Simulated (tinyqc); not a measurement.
What moves the results: shallow acceptor in the spherical four-band model. A value that a table varies takes the place of the one given here.

The ground state 1S3/2 has an L = 0 part f(r) and an L = 2 part g(r). In units of Ry* and a*, with Gaussians f_i = exp(-a_i r^2), g_i = r^2 exp(-a_i r^2), A = a_i + a_j and I(n) = Gamma((n + 1)/2)/(2 A^((n + 1)/2)): S_ff = I(2), S_gg = I(6), H_ff = (6 a_i a_j/A) I(2) - 2 I(1), H_gg = (14 a_i a_j/A) I(6) - 2 I(5), H_fg = -mu [15 I(2) - 20 a_j I(4) + 4 a_j^2 I(6)]; each function is then normalised. The split-off band is left out.

Converged values use 22 exponents 2.2^i, i = -7 to 14, for f and for g.

Units Ry* = Ry/(g1 eps^2) and a* = a0 eps g1; mu = (6 g3 + 4 g2)/(5 g1) is the spherical heavy-light coupling and delta = (g3 - g2)/g1 the cubic term, which is left out.

Constants: Ry = 13.60569312 eV; a0 (Bohr radius) = 0.5291772105 angstrom.

Inputs chosen for the exercise (near those of a shallow acceptor in Ge; shifted at random, so the results belong to these values and not to a real crystal): mus = (0.05, 0.38, 0.52, 0.59, 0.73, 0.84, 0.89) (couplings); rc = 2.1 angstrom (radius of the central cell); Vs = (2, 0, -0.5, -1.5, -2.5, -3.5) eV (central-cell strengths); g1 = 13.53 (Luttinger gamma1); g2 = 4.28 (gamma2); g3 = 5.69 (gamma3); eps = 16.1 (dielectric constant).

## Strength of the heavy-light coupling

Ry* = 3.8795 meV

Converged values in Ry* and a*; the heavy-mass hydrogen model gives 1/(1 - mu).

Results:
```
mu    binding (Ry*)  1/(1 - mu)  ratio  L = 2 weight  <r> (a*)  binding (meV)
0.05          1.002       1.053  0.952         0.001     1.497            3.9
0.38          1.151       1.613  0.714         0.062     1.331            4.5
0.52          1.332       2.083  0.639         0.119     1.174            5.2
0.59          1.478       2.439  0.606         0.155     1.072            5.7
0.73          2.017       3.704  0.545         0.244     0.811            7.8
0.84          3.126       6.250  0.500         0.332     0.541           12.1
0.89          4.370       9.091  0.481         0.378     0.395           17.0
```

What does this show, and why?

The binding starts as 1 + O(mu^2), 1.002 at mu = 0.05, since the coupling enters in second order, and reaches 4.37 at mu = 0.89. The ratio to the heavy-mass model falls from 0.95 to 0.48, towards about 0.44 as mu goes to 1: the bound hole is only partly heavy. The L = 2 weight grows to 0.38 and the radius shrinks by a factor 3.8.

## Central-cell correction

mu = 0.75772
a* = 115.272 angstrom

A short-range term V exp(-r^2/rc^2) is added (negative: attracts the hole); its elements are V S (A/(A + 1/rc^2))^(3/2) for f and ^(7/2) for g, in the same units.

Results:
```
V (eV)  1S binding (meV)  2S binding (meV)  <r> (angstrom)  L = 2 weight
2.0                  8.3              2.50            88.4         0.264
0.0                  8.5              2.53            86.3         0.265
-0.5                 8.6              2.54            85.7         0.265
-1.5                 8.8              2.56            84.2         0.266
-2.5                 8.9              2.58            82.4         0.267
-3.5                 9.2              2.62            80.3         0.268
```

What does this show, and why?

From V = 0 to -3.5 eV the 1S binding grows by 0.7 meV (8 %) and the 2S binding by 0.08 meV, so the chemical shift sits mainly in the ground state. A repulsion of 2 eV removes 0.2 meV. The slope is 0.25 meV per eV over the last step against 0.11 on the repulsive side, since attraction pulls the state into the cell; over this range the level stays shallow.

## What each parameter does

Converged values. Each row changes one parameter from the base and keeps the others.

Results:
```
case           mu  Ry* (meV)  binding (meV)  <r> (angstrom)
base        0.758       3.88           8.54            86.3
g1 = 14.61  0.702       3.59           6.70           108.3
g2 = 3.64   0.720       3.88           7.60            96.0
g3 = 5.23   0.717       3.88           7.54            96.7
eps = 17.3  0.758       3.36           7.39            92.7
```

What does this show?

The largest shifts from the base row, up to three for each result and ties (the steps differ in size, so this ranks the rows, not the parameters). mu: g1 -0.056, g3 -0.041, g2 -0.038; unchanged at the printed digits by eps. Ry* (meV): eps -0.52, g1 -0.29; unchanged at the printed digits by g2 and g3. binding (meV): g1 -1.84, eps -1.14, g3 -1.00. <r> (angstrom): g1 +22.0, g3 +10.4, g2 +9.6. g1 acts twice: it lowers Ry* and it lowers mu.

Computed by tinyqc, a small Python program: `OMP_NUM_THREADS=1 python tinyqc.py 1281625 1281626 out.jsonl` (the numbers bound the seed that draws the inputs); one thread of a shared host (Intel(R) Xeon(R) Processor @ 2.30GHz), about 0.03 s for the whole set of steps.
